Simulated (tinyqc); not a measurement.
Inside a calculation: fitting sp3s* parameters to three gaps by Newton steps. Values are carried at full precision from step to step, so a last printed digit may differ when a step is redone from the rounded ones.

sp3s* tight binding, nearest neighbours only: anion (a) at 0, cation (c) at a/4 (1,1,1), orbitals s, px, py, pz, s* on each; k in units of 2 pi/a. With phases e_j = exp(i (pi/2) k.n_j) for n = (1,1,1), (1,-1,-1), (-1,1,-1), (-1,-1,1): g0 = (e1+e2+e3+e4)/4, g1 = (e1+e2-e3-e4)/4, g2 = (e1-e2+e3-e4)/4, g3 = (e1-e2-e3+e4)/4. The diagonal holds the levels Esa, Epa, Exa (s*) and Esc, Epc, Exc. Anion-cation block: <sa|sc> = Vss g0; <sa|xc> = Vsapc g1; <xa|sc> = -Vscpa g1; <xa|xc> = Vxx g0; <xa|yc> = <ya|xc> = Vxy g3, <xa|zc> = <za|xc> = Vxy g2, <ya|zc> = <za|yc> = Vxy g1; <s*a|xc> = Vxapc g1; <xa|s*c> = -Vpaxc g1; y and z take g2 and g3 in place of g1; s-s* and s*-s* vanish.

Gaps are level 5 at Gamma, X = (1,0,0) and L = (1/2,1/2,1/2) less level 4 at Gamma; no spin-orbit coupling. Free parameters: Vss, Exa and Exc. H is linear in them, so by Hellmann-Feynman J_ij = <u|dH/dp_j|u> for level 5 at point i less the same for level 4 at Gamma. Newton: p(new) = p + J^-1 (target - gaps); stop when all misses are below 1e-7 eV.

Inputs chosen for the exercise (out of a larger set: near a published set for GaP, fitted to gaps, whose masses and valley positions are rough; not measured data): p = (-8.168, 1.131, -2.194, 4.09, 8.535, 7.205, -7.455, 2.169, 5.169, 4.271, 6.275, 4.664, 5.078) eV (start, order Esa, Epa, Esc, Epc, Exa, Exc, Vss, Vxx, Vxy, Vsapc, Vscpa, Vxapc, Vpaxc); tg = (2.6891, 2.3108, 2.3316) eV (target gaps at Gamma, X, L).

## Gaps of the starting set

Compute the gaps and the misses.

gaps (eV): Gamma 2.8652, X 2.3404, L 2.3775

target less gap (eV): Gamma -0.1761, X -0.0296, L -0.0459

## The Jacobian

Form J and its singular values.

J:
```
           Vss     Exa     Exc
Gamma  -0.9283  0.0000  0.0000
X       0.0000  0.3261  0.0000
L      -0.2410  0.1085  0.0489
```

singular values: 0.9596  0.3428  0.0450

The gap at Gamma answers to Vss. The condition number is 21.3.

## The first Newton step

Solve J dp = target less gap; the columns of J are Vss, Exa and Exc.

dp (eV): Vss 0.190, Exa -0.091, Exc 0.196

## The iteration

Repeat with J formed anew.

Newton steps (eV):
```
i      Vss     Exa     Exc   Gamma       X       L  largest miss
0  -7.4550  8.5350  7.2050  2.8652  2.3404  2.3775          0.18
1  -7.2653  8.4443  7.4013  2.6894  2.3106  2.3312       0.00039
2  -7.2650  8.4449  7.4104  2.6891  2.3108  2.3316       7.8e-07
3  -7.2650  8.4449  7.4105  2.6891  2.3108  2.3316       3.2e-12
```

Converged in 3 steps; the miss goes 0.18, 0.00039, 7.8e-07, 3.2e-12, about squaring each time once it is small. The largest change is 0.205 eV in Exc, for a first miss of 0.176 eV.

## Checks

- J by Hellmann-Feynman against central differences: largest difference 1.1e-10.

Program tinyqc; command `OMP_NUM_THREADS=1 python tinyqc.py 1480814 1480815 out.jsonl`; about 0.2 s on one thread of a shared Intel(R) Xeon(R) Processor @ 2.30GHz.
